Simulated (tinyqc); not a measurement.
Valley-orbit splitting of a donor ground state, with strain: one step, computed by the program tinyqc. Command: `OMP_NUM_THREADS=1 python tinyqc.py 3031409 3031410 out.jsonl valleyorbit walk`. One thread of a shared host (Intel(R) Xeon(R) Processor @ 2.30GHz), about 0.01 s of CPU time with the checks.

The basis is the 1s envelope in each valley; energies are counted from the unstrained conduction-band edge. The strain is e_s (a a^T - 1/3) for the unit stress axis a, so valley j along n_j moves by Xi_u e_s w_j with w_j = (n_j.a)^2 - 1/3: +2/3 for [111], -2/9 for the others.

Question. Levels and ground state under strain. Diagonalise H; the ground vector has positive components. The density at the nucleus, and so the contact hyperfine coupling, scales as (sum_j c_j)^2/(number of valleys), which is 1 without strain; the envelopes are held fixed.

Valleys: four along <111>. Stress axis: [111].

H (meV), lower triangle (symmetric):
```
         [111]  [1-1-1]  [-11-1]  [-1-11]
[111]    -5.16
[1-1-1]  -1.10   -15.04
[-11-1]  -1.10    -1.10   -15.04
[-1-11]  -1.10    -1.10    -1.10   -15.04
```

Give: levels; valley amplitudes of the ground state; hyperfine ratio A/A_0.

Answer.

levels (meV): -17.533  -13.940  -13.940  -4.867

valley amplitudes of the ground state: [111] 0.15219, [1-1-1] 0.57063, [-11-1] 0.57063, [-1-11] 0.57063

hyperfine ratio A/A_0 = 0.86868
